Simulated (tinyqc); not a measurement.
Space-charge-limited current with shallow traps: two steps of the calculation.

One carrier type, drift only, an injecting contact at x = 0 (zero field) and thickness L. The share th = y/(1 + y), y = (Nc/Nt) exp(-Et/kB T), of the injected charge is free: J = q mu n F, eps0 eps_r dF/dx = q (n - n0)/th.

Values chosen for this exercise:
```
symbol   value        unit                              meaning
T          300           K                          temperature
eps_r     21.2                            relative permittivity
mu        0.44  cm^2/(V s)                             mobility
L         1800          nm                            thickness
Nc      4.6e19       cm^-3               band density of states
Nt      1.3e17       cm^-3                         trap density
Et        0.28          eV                           trap depth
n0      1.1e13       cm^-3  free carrier density in equilibrium
V           54           V                              voltage
```

Constants: q = 1.602176634e-19 C, kB = 1.380649e-23 J/K, Vt = kB T/q, eps0 = 8.8541878128e-14 F/cm where lengths are in cm. Results are converted to the units shown.

Task 1. Limits and characteristic voltages. Ohmic J = q n0 mu V/L; Mott-Gurney J = (9/8) th eps0 eps_r mu V^2/L^3; they cross at Vx = 8 q n0 L^2/(9 th eps0 eps_r); traps fill at V_TFL = q Nt L^2/(2 eps0 eps_r).

Give: th; ohmic J; Mott-Gurney J; Vx; V_TFL.

Result 1.

th = 0.006950
ohmic J = 0.2326 A/cm^2
Mott-Gurney J = 3.229 A/cm^2
Vx = 3.891 V
V_TFL = 179.8 V

Task 2. The exact current. Exact: with u = n0/n(L), w = -u - ln(1 - u) and v = -u - u^2/2 - ln(1 - u), V = (q n0 L^2/(th eps0 eps_r)) v/w^2 and J = q^2 n0^2 mu L/(th eps0 eps_r w). v/w^2 falls steadily with u, so u follows by bisection.

Find: v/w^2; u; w; J; exit field over V/L.

Result 2.

v/w^2 = 12.337
u = 0.10159
w = 0.0055387
J = 3.4044 A/cm^2
exit field over V/L = 1.4867

J is 1.6 % below the plain sum of the two limits; the exit field lies between the ohmic 1 and the Mott-Gurney 1.5.

Range of the model: Diffusion and a field-dependent mobility are left out. With injecting contacts the diffusion current, about 4 pi^2 Vt th eps0 eps_r mu V/L^3, equals the Mott-Gurney current at V = 35 kB T/q (0.9 V at 300 K), so the drift-only result needs V well above that.

tinyqc, about 0.01 s, one thread, Intel Xeon 2.30GHz (shared host): `OMP_NUM_THREADS=1 python tinyqc.py 2370037 2370038 out.jsonl`
